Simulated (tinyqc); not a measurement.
AlGaN/GaN HEMT with access regions, lumped model: one step of the calculation.

A polarisation-induced electron sheet under a Schottky gate, in series with two ungated access regions and contacts. Drift law v = mu E/(1 + mu E/vs) under the gate. Currents in mA/mm, resistances in ohm mm. No self-heating, no channel-length modulation; fits for polarisation, barrier and offset are chosen for the exercise.

Task. On-resistance and breakdown. sigma = (5e13 x + 1.6e13 x^2) cm^-2, phiB = 0.84 + 1.3 x, dEc = 0.7 (1.71 x + x^2) in volts, Cb = eps0 eps_r/d, VT = phiB - dEc - q sigma/Cb, access density n0 = -Cb VT/q. Ron = 2 Rc + Ls/(q mu n0) + Ld/(q mu (1 - ft) n0) + Lg/(mu Cb (Vg - VT)). Off state: a depleted stretch that holds the voltage V has the peak field sqrt(k V), k = 2 q n0/(eps0 eps_r te), so one edge holds V1 = Ec^2/k. The sheet under the plate pinches off at Vf = q n0 (1/Cb + tf/(eps0 ei)); beyond it the gate edge is screened. BV = V1 if Vf >= V1, else Vf + V1, and at most Ec Ld. Specific resistance Ron (Ls + Lg + Ld); figure of merit BV^2 over it.

Inputs (values chosen for the exercise); values close to those of AlGaN/GaN structures: aluminium share of the barrier x = 0.32; barrier thickness d = 12 nm; relative permittivity of barrier and channel eps_r = 9; channel mobility mu = 1800 cm^2/(V s); saturation velocity vs = 1.6e7 cm/s; gate length Lg = 0.15 um; source access length Ls = 2 um; drain access length Ld = 16 um; resistance of each contact Rc = 0.58 ohm mm; share of the drain-access electrons removed by traps ft = 0.26; gate voltage Vg = 0.5 V; critical field Ec = 3.3 MV/cm; depth over which the depleted charge spreads te = 0.49 um; insulator under the field plate tf = 100 nm; relative permittivity of that insulator ei = 7.

Constants: q = 1.602176634e-19 C, eps0 = 8.8541878128e-14 F/cm where lengths are in cm. Results are converted to the units shown.

Wanted: Ron; Vf; V1; BV; specific resistance; figure of merit.

Result.

Ron = 6.913 ohm mm
Vf = 40.46 V
V1 = 92.69 V
BV = 133.2 V
specific resistance = 1.255 mohm cm^2
figure of merit = 14.13 MW/cm^2

The plate raises BV by a factor of 1.44.

Computed by the program tinyqc: `OMP_NUM_THREADS=1 python tinyqc.py 2570069 2570070 out.jsonl`, one thread of a shared Intel Xeon 2.30GHz, about 0.02 s for the whole run.
